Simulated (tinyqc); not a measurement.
Comparisons within one model: two-node Weyl semimetal on a cubic lattice and its slab. A value that a table varies takes the place of the one given here.

H = d.s with dx = t sin kx, dy = t sin ky, dz = m (2 - cos kx - cos ky) + M(kz), M = tz (cos k0 - cos kz), k in 1/a. Nodes at (0, 0, +/-k0). Berry curvature of the lower band along z: Omega = d.(dd/dkx x dd/dky)/(2|d|^3), in the sense curl of i<u|grad u>.

Slab of N layers along x with hard walls: layer block t sin(ky) sy + (m (2 - cos ky) + M(kz)) sz, block to the next layer t sx/(2i) - m sz/2.

Values chosen for the exercise:
- t = 0.56 eV (hopping in sx and sy)
- m = 1.38 eV (mass term)
- tz = 0.77 eV (hopping along z)
- k0 = 1.8 1/a (position of the nodes)
- k = (-0.04, -0.15, 0.79) 1/a (wave vector)

## Planes of fixed kz and the Fermi arc

C is the sum of Omega over a 24 x 24 mesh, k = (j + 1/2) 2 pi/24, times (2 pi/24)^2/(2 pi). Slab of 30 layers at ky = 0: lowest positive level and weight of the middle pair on the two outer layers.

Against kz:
```
kz (1/a),M (eV),C,slab level (eV),surface weight
0.000,-0.9449,-1.000,0.00000,0.740
0.400,-0.8842,-1.000,0.00000,0.715
0.800,-0.7114,-1.000,0.00000,0.629
1.200,-0.4540,-1.000,0.00000,0.451
1.600,-0.1525,-1.000,0.00000,0.171
2.000,0.1455,-0.010,0.16005,0.005
2.400,0.3928,0.000,0.40328,0.003
2.800,0.5506,0.000,0.56012,0.002
3.142,0.5951,0.000,0.60444,0.002
```

C is -1 for kz below k0 = 1.8 and 0 above, within 0.010 on this mesh. Where C = -1 the slab has a level near zero (exactly zero for a thick slab) on its faces (weight 0.74 at kz = 0): these points form the arc from -k0 to +k0, of length 3.60/a. Towards the node M goes to zero and the state spreads into the bulk; beyond it the level follows M, raised by the confinement in the slab.

## Hybridisation of the two arcs

ky = 0, kz = 0; lowest positive level against the number of layers. On a half space the amplitudes are z1^n - z2^n with z the roots of (t + m) z^2/2 - (m + M) z + (m - t)/2 = 0.

Level:
```
N,E (eV)
3,0.2303
4,0.02624
5,0.07750
6,0.04549
8,0.02447
10,0.007673
12,0.0005833
```

z1, z2: 0.2243+0.6102i  0.2243-0.6102i

The larger root has |z| = 0.6501, so the level should fall by about |z|^2 = 0.423 for two more layers; from 10 to 12 it changes by a factor 0.076. The roots are complex, so the fall carries an oscillation.

## What each parameter does

|E| and Omega at k, the velocity tz sin(k0) and k0/pi. Each row changes one parameter from the base and keeps the others.

Results:
```
case,|E| (eV),Omega (a^2),vz (eV a),|sigma_xy| (e^2/(h a))
base,0.7056,-0.3235,0.7499,0.5730
t = 0.616 eV,0.7068,-0.3896,0.7499,0.5730
m = 1.518 eV,0.7040,-0.3265,0.7499,0.5730
tz = 0.693 eV,0.6346,-0.4014,0.6749,0.5730
k0 = 1.62 1/a,0.5699,-0.4994,0.7691,0.5157
```

The largest shifts from the base row, up to three for each result and ties (the steps differ in size, so this ranks the rows, not the parameters). |E| (eV): k0 -0.1358, tz -0.0711, m -0.0016. Omega (a^2): k0 -0.1760, tz -0.0779, t -0.0661. vz (eV a): tz -0.0750, k0 +0.0192; unchanged at the printed digits by t and m. |sigma_xy| (e^2/(h a)): k0 -0.0573; unchanged at the printed digits by t, m and tz. The Hall conductivity depends on the separation of the nodes alone, with EF at the nodes and no further nodes.

Program tinyqc; command `OMP_NUM_THREADS=1 python tinyqc.py 1452788 1452789 out.jsonl`; about 0.2 s on one thread of a shared Intel(R) Xeon(R) Processor @ 2.30GHz.
